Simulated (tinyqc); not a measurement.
CCSD on RHF in the sto-3g basis, for H4, spin multiplicity 1, step by step. One step of it, computed by the program tinyqc.

Question. CCSD: starting amplitudes. t_ij^ab = <ij||ab> / (e_i + e_j - e_a - e_b), whose energy is MP2.

orbital energies (hartree): [-0.550971, -0.423016, 0.327761, 0.651553]

Two-electron integrals over orbitals (pq|rs), unique and non-zero (hartree):
```
(11|11) 0.440571    (21|21) 0.189137    (22|11) 0.422046    (22|22) 0.431234
(31|11) -0.051457   (31|22) 0.001499    (31|31) 0.108382    (32|21) 0.072748
(32|32) 0.110153    (33|11) 0.422468    (33|22) 0.423232    (33|31) -0.007748
(33|33) 0.439928    (41|21) 0.024811    (41|32) -0.075816   (41|41) 0.092402
(42|11) 0.059134    (42|22) 0.011299    (42|31) -0.105270   (42|33) 0.008665
(42|42) 0.110343    (43|21) -0.183652   (43|32) -0.074770   (43|41) -0.022608
(43|43) 0.195812    (44|11) 0.459326    (44|22) 0.441597    (44|31) -0.055724
(44|33) 0.453120    (44|42) 0.064769    (44|44) 0.501438
```

Give: Starting amplitudes; correlation energy.

Answer.

Starting amplitudes (spin orbitals 1a, 1b, ...; amplitudes related by a flip of all spins are not repeated):
```
from      to        t
2a 2b  3a 3b  -0.0734
1a 1b  3a 3b  -0.0617
1a 2b  3a 4b   0.0539
2a 2b  4a 4b  -0.0513
1a 2b  3b 4a  -0.0388
1a 1b  4a 4b  -0.0384
1a 2a  3a 4a   0.0151
```

correlation energy = -0.042100 hartree
